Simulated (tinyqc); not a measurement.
Pressure series at fixed power: global model of a low-pressure process discharge: electron temperature, density, ion flux and ion energy. Computed by tinyqc, a small Python program. Command: `OMP_NUM_THREADS=1 python tinyqc.py 3111976 3111977 out.jsonl plasma walk`. One thread of a shared host (Intel(R) Xeon(R) Processor @ 2.30GHz), about 0.01 s of CPU time with the checks.

Maxwellian electrons with temperature T_e in eV, one positive ion, no negative ions, uniform bulk density n; rate constants have the Arrhenius form.

Inputs (values chosen for the exercise, of the order of those of an inductive discharge in a simple atomic gas):
```
quantity                      value   unit
ion mass M                       40      u
ionisation prefactor K0     3.7e-14  m^3/s
ionisation energy E_iz         15.6     eV
excitation prefactor X0     1.9e-14  m^3/s
excitation energy E_ex         9.43     eV
elastic rate constant K_el  6.5e-14  m^3/s
ion-neutral cross section   1.2e-18    m^2
gas temperature T_g             500      K
radius R                         21     cm
height L                         13     cm
absorbed power P                590      W
```

Constants: k_B = 1.380649e-23 J/K; e = 1.602176634e-19 C; u = 1.6605390666e-27 kg; m_0 = 9.1093837015e-31 kg.

Method:
- n_g = p/(k_B T_g), lambda_i = 1/(n_g sigma), K_iz = K0 exp(-E_iz/T_e), h_L = 0.86/sqrt(3 + L/(2 lambda_i)), h_R = 0.8/sqrt(4 + R/lambda_i), A_eff = 2 pi R^2 h_L + 2 pi R L h_R and d_eff = pi R^2 L/A_eff follow p.
- Particle balance: K0 exp(-E_iz/T_e) n_g d_eff = u_B, u_B = sqrt(e T_e/M).
- E_c = E_iz + (X0 exp(-E_ex/T_e) E_ex + K_el (3 m_0/M) T_e)/K_iz; E_T = E_c + (5/2) T_e + (T_e/2) ln(M/(2 pi m_0)); n = P/(e u_B A_eff E_T); J = e h_L n u_B. Pressures without a root below 2 E_iz are left out.

Against pressure:
```
p (Pa)  T_e (eV)  E_c (eV)  E_T (eV)  n (1/cm^3)  J (mA/cm^2)
0.1       5.6734     29.97     70.71  8.4369e+10       2.1161
0.2       4.1724     36.86     66.82  1.2004e+11       2.2880
0.5       3.0697     51.78     73.81  1.6650e+11       2.1226
1.0       2.5437     70.45     88.71  1.9814e+11       1.7883
2.0       2.1650     99.51    115.05  2.2325e+11       1.3894
5.0       1.8057    163.91    176.88  2.4366e+11       0.9084
10.0      1.6037    244.48    256.00  2.4988e+11       0.6288
20.0      1.4425    369.64    379.99  2.4962e+11       0.4240
```

What follows from these numbers?

T_e falls from 5.67 to 1.44 eV, n changes by a factor 3.0 and J by 0.20; in J = P h_L/(A_eff E_T), E_T changes by a factor 5.37 and is least at 0.2 Pa, between wall losses at high T_e and excitation losses at low T_e.

Extremes, crossings and ranges named in words are read from the listed rows.
